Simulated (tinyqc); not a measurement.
# Yield against design margin

Cells fail independently with probability Q(k) = erfc(k/sqrt(2))/2 when the margin is k standard deviations, and Y = exp(-Nb Q(k)). phi = exp(-k^2/2)/sqrt(2 pi).  k = margin/s(dVT). With one spare that repairs any one cell, Y1 = exp(-x)(1 + x), x = Nb Q(k).

Inputs (values chosen for the exercise):
```
symbol      value  unit          meaning
Nb      268435456        number of cells
```

s(dVT) = 25.2 mV

Result of one run:
```
k	Q(k)	expected failures x	Y	Y1
5.476	2.173e-8	5.833	0.002930	0.02002
```

Which margin M gave this result: 138, 144, 160, 170 or 179 mV?

M = 138 mV.

The whole series:
```
M (mV)	k	Q(k)	expected failures x	Y	Y1
128	5.079	1.893e-7	50.83	8.427e-23	4.367e-21
138	5.476	2.173e-8	5.833	0.002930	0.02002
144	5.714	5.508e-9	1.479	0.2280	0.5650
150	5.952	1.321e-9	0.3547	0.7014	0.9502
160	6.349	1.082e-10	0.02905	0.9714	0.9996
170	6.746	7.597e-12	0.002039	0.9980	1.000
179	7.103	6.096e-13	1.636e-4	0.9998	1.000
192	7.619	1.278e-14	3.430e-6	1.000	1.000
```

Over a change of the margin from 128 to 192 mV, k goes from 5.08 to 7.62, the expected failures fall by 7.2 decades and the yield goes from 8.43e-23 to 1.000. The spare helps most at M = 144 mV among the rows, where it lifts the yield from 0.228 to 0.565.

Program tinyqc, `OMP_NUM_THREADS=1 python tinyqc.py 2090090 2090091 out.jsonl`; Intel Xeon 2.30GHz, shared host, one thread, about 0.01 s.
